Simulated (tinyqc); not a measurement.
Two-sublattice mean-field magnet: ferrimagnet, compensation points and susceptibility. Changing the z J_AB. Computed by tinyqc, a small Python program. Command: `OMP_NUM_THREADS=1 python tinyqc.py 3029904 3029905 out.jsonl ferri sweep`. One thread of a shared host (Intel(R) Xeon(R) Processor @ 2.30GHz), about 0.05 s of CPU time with the checks.

A random alloy A(1-x)B(x) with H = -sum over pairs J S_i.S_j. a = <S_A> and b = <S_B> are taken along z, a > 0. Exchange fields: h_A = (1 - x) zJ_AA a + x zJ_AB b, h_B = (1 - x) zJ_AB a + x zJ_BB b; a = S_A B_(S_A)(S_A h_A/(k_B T)) and likewise for b, with the Brillouin function B_S(y) = [(2S + 1)/(2S)] coth[(2S + 1) y/(2S)] - [1/(2S)] coth[y/(2S)].

Inputs (values chosen for the exercise, for a model ferrimagnet):

| quantity | value | unit |
|---|---|---|
| spin S_A | 1.5 | - |
| spin S_B | 2.5 | - |
| g factor g_A | 2.1 | - |
| g factor g_B | 2 | - |
| fraction x of B sites | 0.3 | - |
| z J_AA | 14.3 | meV |
| z J_BB | 1.4 | meV |
| T over T_c | 0.74 | - |
| largest number of steps | 3000 | - |

Constants: k_B = 8.617333262e-05 eV/K.

Method:
- Linearised, T (a, b) = M (a, b) with M_ij = S_i (S_i + 1) c_j zJ_ij/(3 k_B), c_A = 1 - x, c_B = x. T_c is the larger eigenvalue, and its eigenvector gives b/a at onset, (T_c - M_AA)/M_AB.
- Repeat from a = S_A, b = -S_B until a and b change by less than 1e-10.
- Net moment m = (1 - x) g_A a + x g_B b in mu_B per site; net spin s = (1 - x) a + x b. At T = 0, a = S_A and b = -S_B. Effective g = m/s.
- T_M: m = 0; T_A: s = 0; searched between 0.02 and 0.97 T_c, and given as 0 if there is no change of sign.

One run for each value:

| z J_AB (meV) | T_c (K) | b | net moment m (mu_B) | magnetic compensation T_M (K) |
|---|---|---|---|---|
| -14.00 | 236.23 | -1.6928 | 0.6091 | 0 |
| -12.00 | 218.04 | -1.6362 | 0.6567 | 0 |
| -10.00 | 200.54 | -1.5553 | 0.7172 | 0 |
| -8.50 | 188.05 | -1.4698 | 0.7750 | 0 |
| -6.50 | 172.69 | -1.3035 | 0.8770 | 0 |
| -4.60 | 160.15 | -1.0600 | 1.0144 | 0 |
| -2.70 | 150.71 | -0.6988 | 1.2106 | 0 |
| -0.72 | 145.61 | -0.1990 | 1.4900 | 0 |

Over the rows, T_c (K) falls from 236 to 146; b rises from -1.69 to -0.199; net moment m (mu_B) rises from 0.609 to 1.49.

Extremes, crossings and ranges named in words are read from the listed rows.
